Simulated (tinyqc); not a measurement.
# Gated two-dimensional channel with two bands, quantum capacitance: effects of single changes

phi is the Fermi level above the lowest band edge, in volts; Vg is counted from the gate voltage at which an empty channel would have phi = 0. The channel has no thickness; trap charge is -q Dit phi.

Parameters, values chosen for the exercise; lowest band close to that of a thin silicon body: temperature T = 300 K; relative permittivity of the gate insulator (close to silicon dioxide) eox = 3.9; insulator thickness tox = 1.2 nm; in-plane mass md = 0.197 m0; valley degeneracy gv = 2; in-plane mass of a second band, chosen freely m2 = 0.27 m0; valley degeneracy of that band, chosen freely g2 = 2; second band edge above the first E2 = 0.25 eV; density of traps Dit = 0 cm^-2 eV^-1; gate voltage Vg = 0.58 V.

Constants: q = 1.602176634e-19 C, kB = 1.380649e-23 J/K, hbar = 1.054571817e-34 J s, m0 = 9.1093837015e-31 kg, Vt = kB T/q, eps0 = 8.8541878128e-14 F/cm where lengths are in cm. Results are converted to the units shown.

Each table varies one quantity; the others keep the values above.

## Effect of the gate voltage

D1 = gv md m0 q/(pi hbar^2), D2 = g2 m2 m0 q/(pi hbar^2) per eV; n1 = D1 Vt ln(1 + exp(phi/Vt)), n2 = D2 Vt ln(1 + exp((phi - E2)/Vt)), n = n1 + n2; Cq = q dn/dphi = q [D1/(1 + exp(-phi/Vt)) + D2/(1 + exp((E2 - phi)/Vt))]. Cox = eps0 eox/tox; Vg = phi + q (n + Dit phi)/Cox. 1/C_G = 1/Cox + 1/(Cq + q Dit); dphi/dVg = Cox/(Cox + Cq + q Dit).

The same in every row: Cox (uF/cm^2) = 2.878.

Results:
```
Vg (V),phi (V),n (cm^-2),Cq (uF/cm^2),C_G (uF/cm^2),dphi/dVg,share of the second band (%)
-0.2,-0.2001,1.850e9,0.01146,0.01142,0.9960,0.008652
-0.04,-0.06122,3.810e11,2.259,1.265,0.5602,0.009050
0.27,0.01676,4.548e12,17.32,2.468,0.1425,0.01547
0.42,0.03617,6.894e12,21.16,2.533,0.1197,0.02164
0.58,0.05436,9.441e12,23.52,2.564,0.1090,0.03192
0.73,0.07031,1.185e13,24.77,2.578,0.1041,0.04712
0.89,0.08671,1.443e13,25.54,2.586,0.1012,0.07295
1.04,0.1018,1.685e13,25.98,2.591,0.09971,0.1118
1.2,0.1176,1.944e13,26.31,2.594,0.09859,0.1787
```

Estimate the missing row, Vg = 0.11 V.

Computed row:
```
Vg (V),phi (V),n (cm^-2),Cq (uF/cm^2),C_G (uF/cm^2),dphi/dVg,share of the second band (%)
0.11,-0.01060,2.166e12,10.52,2.260,0.2148,0.01128
```

With this row back in the table: As Vg goes from -0.2 to 1.2, Cq rises from 0.0115 to 26.3 uF/cm^2, C_G/Cox rises from 0.00397 to 0.901 and n rises from 1.85e9 to 1.94e13 cm^-2. Cq is below Cox for Vg = -0.2, -0.04; there the density of states limits the response dn/dVg more than the insulator does.

## Effect of the insulator thickness

Same model as above.

Result of one run:
```
tox (nm),phi (V),n (cm^-2),Cq (uF/cm^2),Cox (uF/cm^2),C_G (uF/cm^2),dphi/dVg,share of the second band (%)
2.9,0.01355,4.210e12,16.57,1.191,1.111,0.06705,0.01477
```

What becomes of these results when the insulator thickness tox is changed from 2.9 to 30 nm, all else the same?

Result of the changed run:
```
tox (nm),phi (V),n (cm^-2),Cq (uF/cm^2),Cox (uF/cm^2),C_G (uF/cm^2),dphi/dVg,share of the second band (%)
30,-0.05627,4.571e11,2.686,0.1151,0.1104,0.04109,0.009132
```

The whole series:
```
tox (nm),phi (V),n (cm^-2),Cq (uF/cm^2),Cox (uF/cm^2),C_G (uF/cm^2),dphi/dVg,share of the second band (%)
0.5,0.1200,1.983e13,26.35,6.906,5.472,0.2077,0.1919
0.9,0.07230,1.216e13,24.89,3.837,3.324,0.1336,0.04960
1.6,0.03911,7.286e12,21.62,2.158,1.962,0.09076,0.02293
2.9,0.01355,4.210e12,16.57,1.191,1.111,0.06705,0.01477
5.2,-0.006727,2.432e12,11.48,0.6641,0.6278,0.05468,0.01167
9.3,-0.02436,1.401e12,7.396,0.3713,0.3536,0.04780,0.01024
17,-0.04118,7.875e11,4.456,0.2031,0.1943,0.04360,0.009503
30,-0.05627,4.571e11,2.686,0.1151,0.1104,0.04109,0.009132
```

As tox goes from 0.5 to 30, Cq falls from 26.4 to 2.69 uF/cm^2, C_G/Cox rises from 0.792 to 0.959 and n falls from 1.98e13 to 4.57e11 cm^-2. Cq exceeds Cox in every row, so the insulator is the tighter limit, though Cq still cuts C_G by up to 21 %. With the insulator thinned by a factor of 60.0, the charge grows only by 43.4 while Cox grows by 60.0.

Numbers from tinyqc (`OMP_NUM_THREADS=1 python tinyqc.py 2200029 2200030 out.jsonl`; about 0.01 s on one thread of a shared Intel Xeon 2.30GHz).
